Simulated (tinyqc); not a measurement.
Low-temperature mobility of a two-dimensional electron gas with static screening: one step, computed by the program tinyqc.

One subband is filled, the gas is degenerate and scatters at the Fermi circle; one permittivity serves on both sides of the interface. All formulas are in SI units, masses times m_0. Piezoelectric and polar phonons are left out, and n_s is taken as set by a gate, independent of N_i.

Problem. Interface roughness. Form factors with u = q/b: screening G(q) = [1 + 9u/8 + 3u^2/8]/(1 + u)^3, remote charge P(q) = exp(-q d)/(1 + u)^3. Dielectric function eps(q) = 1 + q_TF G(q)/q, with q = 2 k_F sin(theta/2). Roughness: <|U|^2> = (e F)^2 S(q), S = pi Delta^2 Lambda^2/(1 + q^2 Lambda^2/2)^(3/2). 1/tau_t = (m/(pi hbar^3)) int_0^pi (1 - cos theta) <|U|^2>/eps(q)^2 dtheta; the quantum rate 1/tau_q drops the factor (1 - cos theta); 200 Gauss-Legendre points in s with theta = pi s^2, s from 0 to 1; mu = e tau_t/m.

Inputs (values chosen for the exercise, modelled on an InAs channel): in-plane mass m = 0.0301 m_0; mass across the layer m_z = 0.0301 m_0; permittivity eps = 15.2; roughness height Delta = 0.71 nm; correlation length Lambda = 1.7 nm; remote charge density N_i = 7.6e+11 1/cm^2; distance d of the charges from the interface = 2 nm.

Wave function: Fang-Howard. Roughness spectrum: exponential.

k_F = 0.1941626 1/nm

b = 0.2407408 1/nm

q_TF = 0.07484310 1/nm

effective field F = 0.04059499 MV/cm

Constants: m_0 = 9.1093837015e-31 kg; hbar = 1.054571817e-34 J s; e = 1.602176634e-19 C; eps_0 = 8.8541878128e-12 F/m.

Give: tau_t, roughness; tau_q, roughness; roughness mobility; tau_t/tau_q, roughness.

Solution.

tau_t, roughness = 31.41 ps

tau_q, roughness = 35.60 ps

roughness mobility = 1.835e+06 cm^2/(V s)

tau_t/tau_q, roughness = 0.8821

k_F Lambda = 0.33: the roughness is short against the Fermi wavelength and scatters through large angles. Caution: E_F exceeds 1.1 (hbar^2 e^2 F^2/2 m_z)^(1/3), of the order of the first subband spacing (1.75 times that in a triangular well, less with self-consistent band bending), so a second subband may fill.
